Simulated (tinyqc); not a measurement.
# Dose and depth of a threshold implant

Inverse problem. A sheet of D acceptors per cm^2 lies at depth xi inside the depleted layer of a body doped Na. In the depletion approximation VT = Vfb + f2 + q D/Cox + gamma sqrt(f2 + Vsb - q D xi/(eps0 eps_r)), gamma = sqrt(2 eps0 eps_r q Na)/Cox, Cox = eps0 eox/tox. Find gamma, D and xi.

Inputs (values chosen for the exercise); band and dielectric values close to those of silicon: relative permittivity eps_r = 11.6; acceptor density deep in the body Na = 3e16 cm^-3; relative permittivity of the gate insulator (close to silicon dioxide) eox = 3.9; insulator thickness tox = 2.4 nm; flat-band voltage Vfb = -0.92 V; band bending 2 phiF at threshold f2 = 0.675 V.

Constants: q = 1.602176634e-19 C, eps0 = 8.8541878128e-14 F/cm where lengths are in cm. Results are converted to the units shown.

VT against the source at Vsb = 0 and 2.4 V (V): -0.12172081  -0.054140600

Answer. With y^2 = f2 - q D xi/(eps0 eps_r) and d the difference of the thresholds over gamma, sqrt(y^2 + Vsb) - y = d gives y = (Vsb - d^2)/(2 d). The first threshold then gives D, and y^2 gives xi.

gamma = 0.0691 V^0.5
D = 6.50e11 cm^-2
xi = 13.0 nm

tinyqc, about 0.3 s, one thread, Intel Xeon 2.30GHz (shared host): `OMP_NUM_THREADS=1 python tinyqc.py 2080068 2080069 out.jsonl`
